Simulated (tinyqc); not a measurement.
Deal-Grove kinetics of thermal oxidation of silicon: one step, computed by the program tinyqc.

Oxidant diffuses through the oxide and reacts at the interface, so that dx/dt = B/(A + 2x) for the oxide thickness x.

Question. Rate constants. B = B0 p exp(-E_B/(k_B T)), B/A = (B/A)0 p^m exp(-E_A/(k_B T)), p in atm; A = B/(B/A). Temperatures in kelvin are T(C) + 273.15.

Inputs (values chosen for the exercise, close to those used for silicon):

| quantity | value | unit |
|---|---|---|
| prefactor B0 | 798 | um^2/h |
| activation energy E_B | 1.24 | eV |
| prefactor (B/A)0 | 4.05e+06 | um/h |
| activation energy E_A | 2 | eV |
| temperature T | 1075 | C |
| oxidant pressure p | 0.1 | atm |
| pressure exponent m of B/A | 0.76 | - |

Ambient: dry oxygen. Surface: (100).

Constants: k_B = 8.617333262e-05 eV/K.

Give: parabolic constant B; linear constant B/A; length A.

Answer.

parabolic constant B = 0.0018472 um^2/h

linear constant B/A = 0.023489 um/h

length A = 0.078641 um

Reaction at the interface limits growth while x is well below A/2 = 0.0393 um, diffusion once x is well above it.
